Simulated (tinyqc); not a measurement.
Threshold of a short bulk MOSFET: charge sharing, barrier lowering, narrow width: one step of the calculation.

n-channel device on a p-type body, depletion approximation, full ionisation. Uniform doping N = Na. Vbi from Boltzmann statistics is rough for the degenerate source. Cox = eps0 eox/tox.

Task. Short-channel and narrow-width shifts. Charge sharing (trapezoid; it ignores Vds): F = (xj/L)(sqrt(1 + 2 Wd/xj) - 1), lowering = body term times F. Barrier lowering: th = exp(-L/(2 l)) + 2 exp(-L/l), lowering = th [2 (Vbi - 2 pB) + Vds], DIBL = th. Narrow width: rise = body term times xw Wd/W. VT by each model = VT0 - lowering + rise.

Values chosen for this exercise; band and dielectric values close to those of silicon:
- xj = 88 nm (junction depth)
- Vds = 1.2 V (drain-source voltage)
- W = 1000 nm (gate width)
- xw = 1.5708 (shape factor of the fringing depletion at the width edges)
- L = 85 nm (channel length)

2 pB = 0.94833614 V
Wd = 38.497682 nm
body term = 0.54633194 V
VT0 = 0.75466808 V
Vbi = 1.0712270 V
l = 14.415043 nm

Wanted: F; lowering by charge sharing; th; lowering of the barrier; DIBL; narrow-width rise; VT, charge sharing; VT, barrier lowering.

Result.

F = 0.3823
lowering by charge sharing = 208.9 mV
th = 0.05793
lowering of the barrier = 83.75 mV
DIBL = 57.93 mV/V
narrow-width rise = 33.04 mV
VT, charge sharing = 0.5788 V
VT, barrier lowering = 0.7040 V

L is 5.90 scale lengths. The charge-sharing lowering is 2.49 times the barrier lowering; the first falls off as 1/L and the second exponentially. Both describe the same loss of gate control, so they are alternatives and are not added.

tinyqc, about 0.01 s, one thread, Intel Xeon 2.30GHz (shared host): `OMP_NUM_THREADS=1 python tinyqc.py 2002022 2002023 out.jsonl`
